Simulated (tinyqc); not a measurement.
Worked calculation: Pariser-Parr-Pople SCF with singles CI, for the molecule c1ccc2ccccc2c1 (SMILES; centres numbered as the heavy atoms are written). One step of it, computed by the program tinyqc.

Problem. Iteration 1: Fock matrix. F_rr = H_rr + P_rr gamma_rr / 2 + sum_(s != r) P_ss gamma_rs; F_rs = H_rs - P_rs gamma_rs / 2; E = tr P (H + F) / 2 + core repulsion sum_(r<s) z_r z_s gamma_rs.

P at the start:
```
            1C         2C         3C         4C         5C         6C         7C         8C
1C    1.000000   0.603165   0.000000  -0.240883   0.000000   0.155952   0.000000  -0.169863
2C    0.603165   1.000000   0.724564   0.000000  -0.169863   0.000000   0.155952   0.000000
3C    0.000000   0.724564   1.000000   0.554700   0.000000  -0.169863   0.000000   0.084932
4C   -0.240883   0.000000   0.554700   1.000000   0.554700   0.000000  -0.240883   0.000000
5C    0.000000  -0.169863   0.000000   0.554700   1.000000   0.724564   0.000000  -0.362282
6C    0.155952   0.000000  -0.169863   0.000000   0.724564   1.000000   0.603165   0.000000
7C    0.000000   0.155952   0.000000  -0.240883   0.000000   0.603165   1.000000   0.724564
8C   -0.169863   0.000000   0.084932   0.000000  -0.362282   0.000000   0.724564   1.000000
9C    0.000000  -0.240883   0.000000   0.518233   0.000000  -0.240883   0.000000   0.554700
10C   0.724564   0.000000  -0.362282   0.000000   0.084932   0.000000  -0.169863   0.000000

            9C        10C
1C    0.000000   0.724564
2C   -0.240883   0.000000
3C    0.000000  -0.362282
4C    0.518233   0.000000
5C    0.000000   0.084932
6C   -0.240883   0.000000
7C    0.000000  -0.169863
8C    0.554700   0.000000
9C    1.000000   0.554700
10C   0.554700   1.000000
```

core matrix H (eV):
```
             1C          2C          3C          4C          5C          6C          7C          8C
1C   -43.228564   -2.470000    0.000000    0.000000    0.000000    0.000000    0.000000    0.000000
2C    -2.470000  -43.228564   -2.470000    0.000000    0.000000    0.000000    0.000000    0.000000
3C     0.000000   -2.470000  -45.370102   -2.470000    0.000000    0.000000    0.000000    0.000000
4C     0.000000    0.000000   -2.470000  -49.722169   -2.470000    0.000000    0.000000    0.000000
5C     0.000000    0.000000    0.000000   -2.470000  -45.370102   -2.470000    0.000000    0.000000
6C     0.000000    0.000000    0.000000    0.000000   -2.470000  -43.228564   -2.470000    0.000000
7C     0.000000    0.000000    0.000000    0.000000    0.000000   -2.470000  -43.228564   -2.470000
8C     0.000000    0.000000    0.000000    0.000000    0.000000    0.000000   -2.470000  -45.370102
9C     0.000000    0.000000    0.000000   -2.470000    0.000000    0.000000    0.000000   -2.470000
10C   -2.470000    0.000000    0.000000    0.000000    0.000000    0.000000    0.000000    0.000000

             9C         10C
1C     0.000000   -2.470000
2C     0.000000    0.000000
3C     0.000000    0.000000
4C    -2.470000    0.000000
5C     0.000000    0.000000
6C     0.000000    0.000000
7C     0.000000    0.000000
8C    -2.470000    0.000000
9C   -49.722169   -2.470000
10C   -2.470000  -45.370102
```

repulsion gamma_rs (eV):
```
            1C         2C         3C         4C         5C         6C         7C         8C
1C   11.130000   5.345539   3.871994   3.517359   2.621214   2.270597   2.343780   2.881359
2C    5.345539  11.130000   5.344569   3.872154   2.881359   2.343780   2.270597   2.621214
3C    3.871994   5.344569  11.130000   5.346287   3.873196   2.881359   2.621214   2.881514
4C    3.517359   3.872154   5.346287  11.130000   5.346287   3.872154   3.517359   3.872515
5C    2.621214   2.881359   3.873196   5.346287  11.130000   5.344569   3.871994   3.517455
6C    2.270597   2.343780   2.881359   3.872154   5.344569  11.130000   5.345539   3.871994
7C    2.343780   2.270597   2.621214   3.517359   3.871994   5.345539  11.130000   5.344569
8C    2.881359   2.621214   2.881514   3.872515   3.517455   3.871994   5.344569  11.130000
9C    3.872154   3.517359   3.872515   5.345539   3.872515   3.517359   3.872154   5.346287
10C   5.344569   3.871994   3.517455   3.872515   2.881514   2.621214   2.881359   3.873196

            9C        10C
1C    3.872154   5.344569
2C    3.517359   3.871994
3C    3.872515   3.517455
4C    5.345539   3.872515
5C    3.872515   2.881514
6C    3.517359   2.621214
7C    3.872154   2.881359
8C    5.346287   3.873196
9C   11.130000   5.346287
10C   5.346287  11.130000
```

Centres (angstrom, eV; a flat drawing with bonds scaled to 1.40 angstrom):
```
centre          x          y  core charge z          W   gamma_rr
1C       2.425000  -0.700000              1  11.160000  11.130000
2C       2.425000   0.700000              1  11.160000  11.130000
3C       1.212000   1.400000              1  11.160000  11.130000
4C       0.000000   0.700000              1  11.160000  11.130000
5C      -1.212000   1.400000              1  11.160000  11.130000
6C      -2.425000   0.700000              1  11.160000  11.130000
7C      -2.425000  -0.700000              1  11.160000  11.130000
8C      -1.212000  -1.400000              1  11.160000  11.130000
9C       0.000000  -0.700000              1  11.160000  11.130000
10C      1.212000  -1.400000              1  11.160000  11.130000
```

Give: F; pi energy.

Solution.

F (eV):
```
         1C      2C      3C      4C      5C      6C      7C      8C
1C   -5.595  -4.082   0.000   0.424   0.000  -0.177   0.000   0.245
2C   -4.082  -5.595  -4.406   0.000   0.245   0.000  -0.177   0.000
3C    0.000  -4.406  -5.595  -3.953   0.000   0.245   0.000  -0.122
4C    0.424   0.000  -3.953  -5.595  -3.953   0.000   0.424   0.000
5C    0.000   0.245   0.000  -3.953  -5.595  -4.406   0.000   0.637
6C   -0.177   0.000   0.245   0.000  -4.406  -5.595  -4.082   0.000
7C    0.000  -0.177   0.000   0.424   0.000  -4.082  -5.595  -4.406
8C    0.245   0.000  -0.122   0.000   0.637   0.000  -4.406  -5.595
9C    0.000   0.424   0.000  -3.855   0.000   0.424   0.000  -3.953
10C  -4.406   0.000   0.637   0.000  -0.122   0.000   0.245   0.000

         9C     10C
1C    0.000  -4.406
2C    0.424   0.000
3C    0.000   0.637
4C   -3.855   0.000
5C    0.000  -0.122
6C    0.424   0.000
7C    0.000   0.245
8C   -3.953   0.000
9C   -5.595  -3.953
10C  -3.953  -5.595
```

pi energy = -130.249 eV
